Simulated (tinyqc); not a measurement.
Against doping: dopants and charged point defects at anneal temperature: Fermi-level effect, clustering and pairing. Computed by tinyqc, a small Python program. Command: `OMP_NUM_THREADS=1 python tinyqc.py 3024883 3024884 out.jsonl pairing walk`. One thread of a shared host (Intel(R) Xeon(R) Processor @ 2.30GHz), about 0.02 s of CPU time with the checks.

Boltzmann statistics and full ionisation of active dopants. Energies are counted from the valence band; the defect (a vacancy or self-interstitial) has five charge states, with all degeneracy factors one.

Inputs (values chosen for the exercise, with bands modelled on silicon):

| quantity | value | unit |
|---|---|---|
| gap at 0 K E_g0 | 1.16 | eV |
| Varshni alpha | 0.000457 | eV/K |
| Varshni beta | 642 | K |
| electron mass m_e | 0.338 | m_0 |
| valleys M_c | 6 | - |
| hole mass m_h | 0.829 | m_0 |
| anneal temperature T | 1030 | K |
| total dopant density N | 6.9e+19 | cm^-3 |
| formation enthalpy of the neutral defect H_f | 2.63 | eV |
| formation entropy S_f | 6.9 | k_B |
| site density N_s | 2.9e+22 | cm^-3 |
| dopant atoms per cluster k | 3 | - |
| cluster binding energy E_b | 1.99 | eV |

Dopant: donor. Second part: clustering of the dopant.

defect levels as fractions of E_g(T): (2+/+), (+/0), (0/-), (-/2-): 0.072  0.092  0.67  0.65

Constants: m_0 = 9.1093837015e-31 kg; k_B = 1.380649e-23 J/K; h = 6.62607015e-34 J s; k_B = 8.617333262e-05 eV/K.

Method:
- E_g = E_g0 - alpha T^2/(T + beta).
- N_c = 2 M_c (2 pi m_e k_B T/h^2)^(3/2) and N_v = 2 (2 pi m_h k_B T/h^2)^(3/2), masses in units of m_0.
- n_i = sqrt(N_c N_v) exp(-E_g/2 k_B T); E_i = E_g/2 + (k_B T/2) ln(N_v/N_c).
- n = A/2 + sqrt(A^2/4 + n_i^2) for an active density A.
- k ionised dopants and k carriers form one neutral cluster: C = N_s (A/N_s)^k (n/N_b)^k exp(E_b/k_B T), N_b the effective density of states of the majority band, and N = A + k C (60 bisections in ln A between ln N - 90 and ln N).
- chi = n/n_i (for acceptors n_i/p); E_F = E_i + k_B T ln chi; field enhancement h = 1 + A/sqrt(A^2 + 4 n_i^2).
- C_0 = N_s exp(S_f/k_B) exp(-H_f/k_B T). Ratios to the neutral state at E_F = E_i: r_+ = exp((E(+/0) - E_i)/k_B T), r_2+ = r_+ exp((E(2+/+) - E_i)/k_B T), r_- = exp((E_i - E(0/-))/k_B T), r_2- = r_- exp((E_i - E(-/2-))/k_B T); at other E_F state q scales as chi^(-q). The enhancement is sum r_q chi^(-q)/sum r_q. The charge on the defects is left out of neutrality.
- chi = n/n_i; h = 1 + A/sqrt(A^2 + 4 n_i^2); the dopant diffusivity over its intrinsic value is D/D_i = enhancement x h x A/N, if every charge state carries the dopant equally well.

E_g = 0.870029 eV

k_B T = 0.0887585 eV

n_i = 1.12022e+18 cm^-3

E_i = 0.415221 eV

effective density of states N_b of the majority band = 1.88223e+20 cm^-3

neutral defects C_0 = 3.89466e+12 cm^-3

Charge states:

| state | ratio r | intrinsic (cm^-3) | doped (cm^-3) |
|---|---|---|---|
| 2+ | 4.31327e-04 | 1.67988e+09 | 7.99141e+06 |
| + | 2.29073e-02 | 8.92163e+10 | 6.15343e+09 |
| 0 | 1.00000e+00 | 3.89466e+12 | 3.89466e+12 |
| - | 1.51166e-01 | 5.88743e+11 | 8.53596e+12 |
| 2- | 2.78005e-02 | 1.08273e+11 | 2.27602e+13 |

Trend at the anneal temperature:

| N (cm^-3) | active A (cm^-3) | chi | defect enhancement | mean charge | D/D_i |
|---|---|---|---|---|---|
| 3.40e+16 | 3.4000e+16 | 1.015 | 1.0023 | -0.1555 | 1.0175 |
| 9.50e+16 | 9.5000e+16 | 1.043 | 1.0067 | -0.1615 | 1.0493 |
| 2.70e+17 | 2.7000e+17 | 1.128 | 1.0201 | -0.1795 | 1.1422 |
| 7.60e+17 | 7.6000e+17 | 1.395 | 1.0660 | -0.2358 | 1.4084 |
| 2.20e+18 | 2.1994e+18 | 2.383 | 1.2707 | -0.4361 | 2.1603 |
| 6.10e+18 | 5.9558e+18 | 5.499 | 2.2256 | -0.9373 | 4.2069 |
| 1.70e+19 | 1.1167e+19 | 10.068 | 4.4432 | -1.3394 | 5.7803 |
| 4.90e+19 | 1.5013e+19 | 13.476 | 6.7265 | -1.5002 | 4.0992 |
| 1.40e+20 | 1.8580e+19 | 16.646 | 9.3326 | -1.5971 | 2.4682 |

What follows from these numbers?

Well below n_i = 1.12e18 cm^-3 chi and the enhancement are near 1. At any doping d ln(enhancement)/d ln chi equals minus the mean charge, which goes from -0.16 to -1.60 over the rows. Clustering bends A over: its exponent in N falls to 0.20, towards 1/(2k) = 0.167, and D/D_i peaks at N = 1.7e19 cm^-3.

Extremes, crossings and ranges named in words are read from the listed rows.
